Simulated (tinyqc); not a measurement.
Changing the voltage V (positive drives ions across): permeation of metal atoms or ions through a thin barrier or dielectric: time lag, field-aided drift and lifetime. Computed by tinyqc, a small Python program. Command: `OMP_NUM_THREADS=1 python tinyqc.py 3028982 3028983 out.jsonl barrier sweep`. One thread of a shared host (Intel(R) Xeon(R) Processor @ 2.30GHz), about 0.03 s of CPU time with the checks.

The film 0 < x < d is empty at first; C = C0 at x = 0 and C = 0 at x = d. dC/dt = D d2C/dx2 - v dC/dx with drift v = D z e V/(k_B T d) (uniform field, no space charge).

Inputs (values chosen for the exercise, for a model case: singly charged ions through a dielectric):
```
quantity                               value    unit
thickness d                               64      nm
prefactor D0                         1.7e-05  cm^2/s
activation energy E                    0.796      eV
concentration at the source side C0  8.3e+13  1/cm^3
charge number z                            1       -
critical dose Q_c                      2e+07  1/cm^2
test temperature T                       250       C
use temperature T_u                       70       C
```

Constants: k_B = 8.617333262e-05 eV/K.

Method:
- D = D0 exp(-E/(k_B T)); time scale d^2/D; Peclet number P = z V/(k_B T), k_B T in eV; 1 nm = 1e-7 cm.
- Temperatures in kelvin are T(C) + 273.15.
- Steady flux J = (D C0/d) P/(1 - exp(-P)); time lag in units of d^2/D: s_L = [P (1 + exp(-P))/(1 - exp(-P)) - 2]/P^2 (P = 0: J = D C0/d, s_L = 1/6).
- Dose through the film Q(s) = C0 d {f (s - s_L) - 2 exp(P/2) sum_(n=1..200) (-1)^n n^2 pi^2 exp(-l_n s)/l_n^2}, l_n = n^2 pi^2 + P^2/4, f = P/(1 - exp(-P)) the relative flux.
- Solve Q = Q_c for s. At the use temperature D and P take T_u, with the same C0 and V; 1 year = 3.15576e7 s.

One run for each value; columns: (1) voltage V (positive drives ions across) (V); (2) failure time at T (s); (3) flux relative to D C0/d; (4) time lag s_L; (5) Peclet number P:
```
(1)          (2)        (3)     (4)     (5)
-0.50  2.500e+04  1.691e-04  0.0739  -11.09
-0.30  5.043e+02  8.583e-03  0.1055   -6.65
-0.15  5.002e+01  1.239e-01  0.1423   -3.33
-0.05  2.338e+01  5.459e-01  0.1633   -1.11
0.05   1.529e+01  1.655e+00  0.1633    1.11
0.15   1.145e+01  3.451e+00  0.1423    3.33
0.30   8.378e+00  6.663e+00  0.1055    6.65
0.50   6.212e+00  1.109e+01  0.0739   11.09
0.70   4.955e+00  1.553e+01  0.0561   15.53
```

Over the rows, failure time at T (s) falls from 25000 to 4.95; flux relative to D C0/d rises from 1.69e-4 to 15.5; time lag s_L goes from 0.0739 through a maximum among these rows, 0.163 at -0.0500, to 0.0561. The lag is even in V and the flux is not: f(P) - f(-P) = P.

Caution (all rows): grain boundaries, pinholes, trapping and space charge are left out; thin real barriers usually fail at defects.

Extremes, crossings and ranges named in words are read from the listed rows.
